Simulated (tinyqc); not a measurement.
# Worked calculation: interface traps from C-V curves, high-low and Terman methods

Program tinyqc, `OMP_NUM_THREADS=1 python tinyqc.py 2030066 2030067 out.jsonl`; Intel Xeon 2.30GHz, shared host, one thread, about 0.01 s. Printed values are rounded.

MOS capacitor on an n-type substrate; psi is the band bending, negative in depletion; only majority carriers are counted. At the bending psi the Fermi level lies y = xi - psi below the conduction edge at the surface, xi = Vt ln(Nc/Nd). Dit(y) = D0 + D1 exp(-y/E1); traps fill up to the Fermi level, follow the bias and a slow signal, and do not follow a fast one. V is the gate voltage from flat band.

Values chosen for this exercise; band and dielectric values close to those of silicon: temperature T = 300 K; relative permittivity eps_r = 11.6; conduction-band density of states at T Nc = 2.77e19 cm^-3; donor density Nd = 4.9e16 cm^-3; equivalent oxide thickness EOT = 28 nm; trap density far from the band edge D0 = 1.2e11 cm^-2 eV^-1; band-tail density at the conduction edge D1 = 2.1e12 cm^-2 eV^-1; decay energy of the tail E1 = 0.12 eV; points n = 7; deepest band bending pa = -0.61 V; shallowest band bending pb = -0.039 V.

Constants: q = 1.602176634e-19 C, kB = 1.380649e-23 J/K, Vt = kB T/q, eps0 = 8.8541878128e-14 F/cm where lengths are in cm. Results are converted to the units shown.

Range of the model: Traps more than about 25 kB T below the conduction edge emit electrons too slowly to follow an ordinary sweep, so the deepest points are idealised.

## The curves

Cox = 3.9 eps0/EOT, LD = sqrt(eps0 eps_r Vt/(q Nd)), u = psi/Vt, Cd = (eps0 eps_r/(sqrt(2) LD)) |exp(u) - 1|/sqrt(exp(u) - u - 1). Ideal V0 = psi - sqrt(2) (eps0 eps_r Vt/LD) sqrt(exp(u) - u - 1)/Cox for psi < 0; the traps add dV = (q/Cox) times the integral of Dit from 0 to psi = (q/Cox) [D0 psi + D1 E1 exp(-xi/E1) (exp(psi/E1) - 1)]. 1/C_HF = 1/Cox + 1/Cd, 1/C_LF = 1/Cox + 1/(Cd + q Dit). Take n equally spaced psi from pa to pb.

```
point    psi (V)    y (eV)  Dit (cm^-2 eV^-1)    V0 (V)     V (V)  C_HF (nF/cm^2)  C_LF (nF/cm^2)
0      -0.610000  0.773834         1.23324e11  -1.39701  -1.57517         49.6386         56.0763
1      -0.514833  0.678667         1.27346e11  -1.23488  -1.39758         52.2970         58.4762
2      -0.419667  0.583500         1.36235e11  -1.06586  -1.21234         55.5805         61.5833
3      -0.324500  0.488334         1.55882e11  -0.88722  -1.01580         59.8253         65.8215
4      -0.229333  0.393167         1.99305e11  -0.69383  -0.80080         65.7292         71.9428
5      -0.134167  0.298000         2.95275e11  -0.47328  -0.55046         75.0506         81.3533
6      -0.039000  0.202834         5.07382e11  -0.18044  -0.20971         91.8581         96.3888
```

Cox = 123.326 nF/cm^2

At the deepest bending the traps stretch the gate voltage from -1.40 to -1.58 V.

## High-low extraction

q Dit = (1/C_LF - 1/Cox)^(-1) - (1/C_HF - 1/Cox)^(-1) at each point.

Dit by high-low, point 0 to 6 (cm^-2 eV^-1): 1.23324e11  1.27346e11  1.36235e11  1.55882e11  1.99305e11  2.95275e11  5.07382e11

With a true high-frequency curve this returns Dit exactly.

## Terman extraction

psi at each point follows from C_HF and the ideal curve. Dit = (Cox/q) d(V - V0)/dpsi by central differences over the two neighbours.

Dit by Terman, point 1 to 5 (cm^-2 eV^-1): 1.28140e11  1.37991e11  1.59764e11  2.07883e11  3.14234e11

The differences overstate the curved tail; the largest error is 6.4 %, at point 5.
